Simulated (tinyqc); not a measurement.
# Radius from the resistance

Inverse problem. Two half-spaces of a free-electron metal (one valley, spin 2) meet through a circular opening of radius a in an insulating sheet. kF = (3 pi^2 n)^(1/3), resistivity rho = hbar kF/(n q^2 l). Maxwell: RM = rho/(2 a); Sharvin: RS = 4 rho l/(3 pi a^2); interpolation R = RS + gamma RM, gamma = (1 + 0.83 K)/(1 + 1.33 K), K = l/a. Find a.

Inputs (values chosen for the exercise):
- n = 4.2e21 cm^-3 (free-electron density)
- l = 6.3 nm (mean free path)

Constants: q = 1.602176634e-19 C, hbar = 1.054571817e-34 J s. Results are converted to the units shown.

R = 167.37552 ohm

Solution. R falls steadily as a grows, so there is one root, found by bisection.

a = 4.500 nm
K = 1.400

Numbers from tinyqc (`OMP_NUM_THREADS=1 python tinyqc.py 2760127 2760128 out.jsonl`; about 0.01 s on one thread of a shared Intel Xeon 2.30GHz).
